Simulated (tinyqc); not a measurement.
# Schottky diode by thermionic emission with image-force lowering and series resistance: soft saturation in reverse bias

Metal on an n-type semiconductor with one parabolic valley; V > 0 is forward bias (metal positive). I = I0 [exp(Vj/(n Vt)) - 1] with Vj = V - I Rs; I0 = S A* T^2 exp(-(phi - dphi)/Vt), the lowering dphi taken at zero bias.

A* = 4 pi q me m0 kB^2/h^3 (times 1e-4 for A/(cm^2 K^2)); Nc = 2 (2 pi me m0 kB T/h^2)^1.5 (times 1e-6 for cm^-3); xi = Vt ln(Nc/Nd), Vbi = phi - xi; surface field Em = sqrt(2 q Nd (Vbi - V - Vt)/(eps0 eps_r)); dphi = sqrt(q Em/(4 pi eps0 eps_r)). Here dphi follows the bias, J = -A* T^2 exp(-(phi - dphi(V))/Vt) [1 - exp(V/Vt)], without Rs.

Values chosen for this exercise; band and dielectric values close to those of gallium nitride:
- T = 200 K (temperature)
- me = 0.196 m0 (electron mass)
- eps_r = 9.35 (relative permittivity)
- phi = 1.3 eV (barrier height seen from the metal)
- Nd = 2.4e16 cm^-3 (donor density)

Constants: q = 1.602176634e-19 C, kB = 1.380649e-23 J/K, h = 6.62607015e-34 J s, m0 = 9.1093837015e-31 kg, Vt = kB T/q, eps0 = 8.8541878128e-14 F/cm where lengths are in cm. Results are converted to the units shown.

Results:
```
V (V),Em (kV/cm),dphi (meV),J (A/cm^2)
-0.2,114.7,42.02,-1.882e-26
-1,143.5,47.00,-2.512e-26
-2,172.8,51.59,-3.278e-26
-4,220.1,58.22,-4.816e-26
-7,276.3,65.23,-7.231e-26
-10,322.8,70.51,-9.823e-26
-15,388.1,77.31,-1.458e-25
```

Estimate the missing row, V = -0.5 V.

Computed row:
```
V (V),Em (kV/cm),dphi (meV),J (A/cm^2)
-0.5,126.2,44.09,-2.122e-26
```

With this row back in the table: dphi rises from 42.0 to 77.3 meV, as the square root of the field, and |J| grows by a factor of 7.75: the reverse current does not saturate. Tunnelling and generation are left out.

Numbers from tinyqc (`OMP_NUM_THREADS=1 python tinyqc.py 2640061 2640062 out.jsonl`; about 0.01 s on one thread of a shared Intel Xeon 2.30GHz).
